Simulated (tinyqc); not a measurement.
RHF in the sto-3g basis, for BeH2, spin multiplicity 1, step by step. One step of it, computed by the program tinyqc.

Problem. Iteration 1: building the Fock matrix. J_ij = sum D_kl (ij|kl), K_ij = sum D_kl (ik|jl); F = H + J - 0.5 K; E = tr D H + tr D J / 2 - 0.25 tr D K + E_nn.

D at the start, lower triangle:
```
,1Be 1s,1Be 2s,1Be 2px,1Be 2py,1Be 2pz,2H 1s,3H 1s
1Be 1s,2.153248
1Be 2s,-0.522589,2.041899
1Be 2px,0.000000,0.000000,0.000000
1Be 2py,0.000000,0.000000,0.000000,0.002548
1Be 2pz,0.002085,-0.005191,0.000000,0.000000,0.000042
2H 1s,-0.033245,0.131104,0.000000,0.034377,0.003300,0.936523
3H 1s,-0.033245,0.131104,0.000000,-0.034377,0.003300,0.008939,0.936523
```

core Hamiltonian H = T + V (hartree), lower triangle:
```
,1Be 1s,1Be 2s,1Be 2px,1Be 2py,1Be 2pz,2H 1s,3H 1s
1Be 1s,-8.453281
1Be 2s,-2.084378,-2.678706
1Be 2px,0.000000,0.000000,-2.164228
1Be 2py,0.000000,0.000000,0.000000,-2.301025
1Be 2pz,-0.002141,-0.021389,0.000000,0.000000,-2.165842
2H 1s,-0.203390,-0.707380,0.000000,-0.832483,-0.091663,-1.785136
3H 1s,-0.203390,-0.707380,0.000000,0.832483,-0.091663,-0.017780,-1.785136
```

Two-electron integrals (ij|kl) in chemists' order, unique and non-zero (hartree):
```
i,j,k,l,(ij|kl)
1,1,1,1,2.298831
2,1,1,1,0.392036
2,1,2,1,0.079539
2,2,1,1,0.570988
2,2,2,1,0.143041
2,2,2,2,0.417683
3,1,3,1,0.014607
3,2,3,1,0.021888
3,2,3,2,0.092265
3,3,1,1,0.569578
3,3,2,1,0.143083
3,3,2,2,0.417589
3,3,3,3,0.449859
4,1,4,1,0.014607
4,2,4,1,0.021888
4,2,4,2,0.092265
4,3,4,3,0.024249
4,4,1,1,0.569578
4,4,2,1,0.143083
4,4,2,2,0.417589
4,4,3,3,0.401360
4,4,4,4,0.449859
5,1,5,1,0.014607
5,2,5,1,0.021888
5,2,5,2,0.092265
5,3,5,3,0.024249
5,4,5,4,0.024249
5,5,1,1,0.569578
5,5,2,1,0.143083
5,5,2,2,0.417589
5,5,3,3,0.401360
5,5,4,4,0.401360
5,5,5,5,0.449859
6,1,1,1,0.037165
6,1,2,1,0.007537
6,1,2,2,0.013683
6,1,3,3,0.013595
6,1,4,1,0.000673
6,1,4,2,0.001271
6,1,4,4,0.013862
6,1,5,1,0.000073
6,1,5,2,0.000138
6,1,5,4,0.000029
6,1,5,5,0.013598
6,1,6,1,0.000749
6,2,1,1,0.119095
6,2,2,1,0.030426
6,2,2,2,0.100903
6,2,3,3,0.096767
6,2,4,1,0.003875
6,2,4,2,0.026544
6,2,4,4,0.108930
6,2,5,1,0.000421
6,2,5,2,0.002884
6,2,5,4,0.001321
6,2,5,5,0.096911
6,2,6,1,0.003193
6,2,6,2,0.041413
6,3,3,1,0.002370
6,3,3,2,0.012014
6,3,4,3,0.004248
6,3,5,3,0.000461
6,3,6,3,0.003117
6,4,1,1,0.138970
6,4,2,1,0.035848
6,4,2,2,0.123984
6,4,3,3,0.116825
6,4,4,1,0.006104
6,4,4,2,0.040576
6,4,4,4,0.138016
6,4,5,1,0.000406
6,4,5,2,0.003103
6,4,5,4,0.001841
6,4,5,5,0.116975
6,4,6,1,0.003876
6,4,6,2,0.056945
6,4,6,4,0.079778
6,5,1,1,0.015097
6,5,2,1,0.003894
6,5,2,2,0.013469
6,5,3,3,0.012691
6,5,4,1,0.000406
6,5,4,2,0.003103
6,5,4,4,0.014071
6,5,5,1,0.002414
6,5,5,2,0.012351
6,5,5,4,0.004397
6,5,5,5,0.013630
6,5,6,1,0.000421
6,5,6,2,0.006186
6,5,6,4,0.008328
6,5,6,5,0.004021
6,6,1,1,0.292715
6,6,2,1,0.075906
6,6,2,2,0.282924
6,6,3,3,0.264087
6,6,4,1,0.009691
6,6,4,2,0.089901
6,6,4,4,0.319559
6,6,5,1,0.001053
6,6,5,2,0.009766
6,6,5,4,0.006026
6,6,5,5,0.264742
6,6,6,1,0.008028
6,6,6,2,0.157008
6,6,6,4,0.226227
6,6,6,5,0.024576
6,6,6,6,0.774606
7,1,1,1,0.037165
7,1,2,1,0.007537
7,1,2,2,0.013683
7,1,3,3,0.013595
7,1,4,1,-0.000673
7,1,4,2,-0.001271
7,1,4,4,0.013862
7,1,5,1,0.000073
7,1,5,2,0.000138
7,1,5,4,-0.000029
7,1,5,5,0.013598
7,1,6,1,0.000683
7,1,6,2,0.002697
7,1,6,4,0.003101
7,1,6,5,0.000362
7,1,6,6,0.006736
7,1,7,1,0.000749
7,2,1,1,0.119095
7,2,2,1,0.030426
7,2,2,2,0.100903
7,2,3,3,0.096767
7,2,4,1,-0.003875
7,2,4,2,-0.026544
7,2,4,4,0.108930
7,2,5,1,0.000421
7,2,5,2,0.002884
7,2,5,4,-0.001321
7,2,5,5,0.096911
7,2,6,1,0.002697
7,2,6,2,0.018715
7,2,6,4,0.021745
7,2,6,5,0.002790
7,2,6,6,0.051638
7,2,7,1,0.003193
7,2,7,2,0.041413
7,3,3,1,0.002370
7,3,3,2,0.012014
7,3,4,3,-0.004248
7,3,5,3,0.000461
7,3,6,3,0.000986
7,3,7,3,0.003117
7,4,1,1,-0.138970
7,4,2,1,-0.035848
7,4,2,2,-0.123984
7,4,3,3,-0.116825
7,4,4,1,0.006104
7,4,4,2,0.040576
7,4,4,4,-0.138016
7,4,5,1,-0.000406
7,4,5,2,-0.003103
7,4,5,4,0.001841
7,4,5,5,-0.116975
7,4,6,1,-0.003101
7,4,6,2,-0.021745
7,4,6,4,-0.025010
7,4,6,5,-0.003202
7,4,6,6,-0.060494
7,4,7,1,-0.003876
7,4,7,2,-0.056945
7,4,7,4,0.079778
7,5,1,1,0.015097
7,5,2,1,0.003894
7,5,2,2,0.013469
7,5,3,3,0.012691
7,5,4,1,-0.000406
7,5,4,2,-0.003103
7,5,4,4,0.014071
7,5,5,1,0.002414
7,5,5,2,0.012351
7,5,5,4,-0.004397
7,5,5,5,0.013630
7,5,6,1,0.000362
7,5,6,2,0.002790
7,5,6,4,0.003202
7,5,6,5,0.001394
7,5,6,6,0.007787
7,5,7,1,0.000421
7,5,7,2,0.006186
7,5,7,4,-0.008328
7,5,7,5,0.004021
7,6,1,1,0.002955
7,6,2,1,0.000732
7,6,2,2,0.002089
7,6,3,3,0.002066
7,6,4,4,0.002123
7,6,5,1,0.000024
7,6,5,2,0.000121
7,6,5,5,0.002076
7,6,6,1,0.000070
7,6,6,2,0.000517
7,6,6,4,0.000640
7,6,6,5,0.000086
7,6,6,6,0.001474
7,6,7,1,0.000070
7,6,7,2,0.000517
7,6,7,4,-0.000640
7,6,7,5,0.000086
7,6,7,6,0.000011
7,7,1,1,0.292715
7,7,2,1,0.075906
7,7,2,2,0.282924
7,7,3,3,0.264087
7,7,4,1,-0.009691
7,7,4,2,-0.089901
7,7,4,4,0.319559
7,7,5,1,0.001053
7,7,5,2,0.009766
7,7,5,4,-0.006026
7,7,5,5,0.264742
7,7,6,1,0.006736
7,7,6,2,0.051638
7,7,6,4,0.060494
7,7,6,5,0.007787
7,7,6,6,0.147403
7,7,7,1,0.008028
7,7,7,2,0.157008
7,7,7,4,-0.226227
7,7,7,5,0.024576
7,7,7,6,0.001474
7,7,7,7,0.774606
```

nuclear repulsion = 2.49205835 hartree

Give: Coulomb J; exchange K; Fock matrix F; total energy of this density.

Solution.

Coulomb J (hartree), lower triangle:
```
,1Be 1s,1Be 2s,1Be 2px,1Be 2py,1Be 2pz,2H 1s,3H 1s
1Be 1s,6.3327
1Be 2s,1.2156,2.5322
1Be 2px,0.0000,0.0000,2.4905
1Be 2py,0.0000,0.0000,0.0000,2.6038
1Be 2pz,0.0021,0.0195,0.0000,0.0000,2.4918
2H 1s,0.1159,0.6472,0.0000,0.8112,0.0893,2.0665
3H 1s,0.1159,0.6472,0.0000,-0.8112,0.0893,0.0130,2.0665
```

exchange K (hartree), lower triangle:
```
,1Be 1s,1Be 2s,1Be 2px,1Be 2py,1Be 2pz,2H 1s,3H 1s
1Be 1s,4.7032
1Be 2s,0.8059,1.0053
1Be 2px,0.0000,0.0000,0.2095
1Be 2py,0.0000,0.0000,0.0000,0.3866
1Be 2pz,0.0013,0.0144,0.0000,0.0000,0.2115
2H 1s,0.0850,0.3941,0.0000,0.2946,0.0321,0.8649
3H 1s,0.0850,0.3941,0.0000,-0.2946,0.0321,0.0500,0.8649
```

Fock matrix F (hartree), lower triangle:
```
,1Be 1s,1Be 2s,1Be 2px,1Be 2py,1Be 2pz,2H 1s,3H 1s
1Be 1s,-4.4721
1Be 2s,-1.2717,-0.6492
1Be 2px,0.0000,0.0000,0.2215
1Be 2py,0.0000,0.0000,0.0000,0.1095
1Be 2pz,-0.0007,-0.0091,0.0000,0.0000,0.2202
2H 1s,-0.1300,-0.2572,0.0000,-0.1686,-0.0184,-0.1510
3H 1s,-0.1300,-0.2572,0.0000,0.1686,-0.0184,-0.0298,-0.1510
```

total energy of this density = -15.184183 hartree

This density is the starting one; it is not idempotent, so its energy is not variational and may lie below the converged one.
